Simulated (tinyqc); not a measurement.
From junction depth x_j back to background C_B: sheet resistance of a shallow doped layer with concentration-dependent mobility and limited activation. Computed by tinyqc, a small Python program. Command: `OMP_NUM_THREADS=1 python tinyqc.py 3002154 3002155 out.jsonl irvin inv`. One thread of a shared host (Intel(R) Xeon(R) Processor @ 2.30GHz), about 0.04 s of CPU time with the checks.

A layer of one dopant lies in a background of the opposite type. Current flows parallel to the surface down to the junction; depletion is ignored.

Inputs (values chosen for the exercise, modelled on antimony in silicon):

| quantity | value | unit |
|---|---|---|
| surface concentration C_s | 2.8e+19 | 1/cm^3 |
| length l | 81 | nm |
| prefactor of the active limit | 3.7e+21 | 1/cm^3 |
| energy of the active limit | 0.564 | eV |
| anneal temperature T | 900 | C |

Profile: erfc.

Constants: k_B = 8.617333262e-05 eV/K.

Method:
- C(x) = C_s erfc(x/l).
- Temperatures in kelvin are T(C) + 273.15.
- Active limit C_a = prefactor x exp(-energy/(k_B T)); the junction lies where C = C_B, and the profile exceeds C_a down to x_a (zero if C_s is below C_a). Slope at the junction in nm per decade = ln(10) C/|dC/dx|.

Problem. A run gave the result below. Find the background C_B, known to lie between 1.5e+16 and 3.8e+16 1/cm^3.

junction depth x_j = 193.3576 nm

Solution.

Each step takes the trial c = (a f_b - b f_a)/(f_b - f_a), f being the result less the target and a, b, c the logarithms of the listed values; c replaces end b, the old b replaces a if the sign of f changed, and otherwise f_a is halved.

Scan of the range:

| background C_B (1/cm^3) | junction depth x_j (nm) |
|---|---|
| 1.50e+16 | 198.302 |
| 1.75e+16 | 195.913 |
| 2.04e+16 | 193.511 |
| 2.39e+16 | 191.004 |
| 2.79e+16 | 188.525 |
| 3.25e+16 | 186.052 |
| 3.80e+16 | 183.489 |

False position (Illinois rule, in the logarithm of the input) inside the bracket:

| step | end a | end b | trial | junction depth x_j (nm) |
|---|---|---|---|---|
| 1 | 2.04000e+16 | 2.39000e+16 | 2.05989e+16 | 193.358 |
| 2 | 2.39000e+16 | 2.05989e+16 | 2.05999e+16 | 193.358 |
| 3 | 2.39000e+16 | 2.05999e+16 | 2.05999e+16 | 193.358 |
| 4 | 2.05999e+16 | 2.05999e+16 | 2.05999e+16 | 193.358 |

Junction depth x_j falls at every point of a 13-point scan of the range (every second point is shown), so one value fits; it is bracketed by 2.04e16 and 2.39e16. Answer: background C_B = 2.060e16 1/cm^3.
